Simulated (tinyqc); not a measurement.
# Gap and mass from two generation rates

Problem. In the two-band model the band-to-band tunnelling rate in a uniform field is G = A F^2 exp(-B/F), with B = pi sqrt(m/C) Eg^1.5/4 (V/nm), A = 1e21 (2 q/h) m Eg/(16 pi C B) for G in cm^-3 s^-1 and F in V/nm, C = hbar^2/(2 m0). Find B, A, Eg and m.

Constants: q = 1.602176634e-19 C, hbar = 1.054571817e-34 J s, h = 6.62607015e-34 J s, m0 = 9.1093837015e-31 kg, hbar^2/(2 m0) = 0.0380998212 eV nm^2. Results are converted to the units shown.

G at F = 0.087 and 0.14 V/nm (cm^-3 s^-1): [5.4317600e22, 4.8402033e26]

Solution. The slope of ln(G/F^2) against 1/F is -B and the intercept gives A. The product A B fixes m Eg, and B = (pi/4) Eg sqrt(m Eg/C) then gives Eg.

B = 1.87 V/nm
A = 1.58e34 cm^-3 s^-1 (V/nm)^-2
Eg = 1.36 eV
m = 0.0860 m0

Computed by the program tinyqc: `OMP_NUM_THREADS=1 python tinyqc.py 2620153 2620154 out.jsonl`, one thread of a shared Intel Xeon 2.30GHz, about 0.02 s for the whole run.
